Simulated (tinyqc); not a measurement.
Tight binding, kagome lattice, step by step. Computed by tinyqc, a small Python program that keeps every step. Settings: t1 = 1.71, t2 = 0.42, delta = 0.33, bands filled = 2. Command: `OMP_NUM_THREADS=1 python tinyqc.py 27057 27058 out.jsonl` (the two numbers bound the seeds that draw the settings). One thread of a shared host (Intel(R) Xeon(R) Processor @ 2.60GHz), about 0.01 s of CPU time with the checks.

## Bloch Hamiltonian at k

Parameters chosen for this model:
```
parameter     value                unit
t1         1.710000    eV, up triangles
t2         0.420000  eV, down triangles
delta      0.330000        eV on site C
```

k point k (fractions of the reciprocal vectors): 0.0000  0.0300

H_AB = -t1 - t2 exp(-i k.a1), H_AC = -t1 - t2 exp(-i k.a2), H_BC = -t1 - t2 exp(i k.(a1 - a2)), H_CC = delta.

H(k) at k (eV):
```
                 A                B                C
A           0.0000          -2.1300  -2.1226+0.0787i
B          -2.1300           0.0000  -2.1226+0.0787i
C  -2.1226-0.0787i  -2.1226-0.0787i           0.3300
```

## Levels at k

Diagonalise the Hermitian matrix.

eigenvalues (eV): -4.1459  2.1300  2.3459

weights |c|^2 of the basis functions:
```
   band 1  band 2  band 3
A  0.3447  0.5000  0.1553
B  0.3447  0.5000  0.1553
C  0.3105  0.0000  0.6895
```

## Bloch Hamiltonian at K

k point K (fractions of the reciprocal vectors): 0.3333  0.6667

As before.

H(k) at K (eV):
```
                 A                B                C
A           0.0000  -1.5000+0.3637i  -1.5000-0.3637i
B  -1.5000-0.3637i           0.0000  -1.5000+0.3637i
C  -1.5000+0.3637i  -1.5000-0.3637i           0.3300
```

## Levels at K

As before.

eigenvalues (eV): -2.8953  0.9731  2.2523

weights |c|^2 of the basis functions:
```
   band 1  band 2  band 3
A  0.3493  0.3550  0.2957
B  0.3493  0.3550  0.2957
C  0.3013  0.2901  0.4086
```

## Bands along a path

The same steps at evenly spaced points between the labelled ones.

Bands along the path (eV):
```
k           band 1  band 2  band 3
G          -4.1537  2.1300  2.3537
G-K 0.25   -3.9779  2.0492  2.2587
G-K 0.50   -3.5370  1.6499  2.2171
G-K 0.75   -3.0795  1.1834  2.2261
K          -2.8953  0.9731  2.2523
K-M 0.25   -2.9214  0.9818  2.2695
K-M 0.50   -2.9820  1.0254  2.2866
K-M 0.75   -3.0369  1.0672  2.2997
M          -3.0583  1.0837  2.3046
M-K' 0.25  -3.0369  1.0672  2.2997
M-K' 0.50  -2.9820  1.0254  2.2866
M-K' 0.75  -2.9214  0.9818  2.2695
K'         -2.8953  0.9731  2.2523
```

With 2 band(s) filled, the highest filled level on these points lies at G and the lowest empty one at G-K 0.50: a gap of 0.0871 eV, indirect.
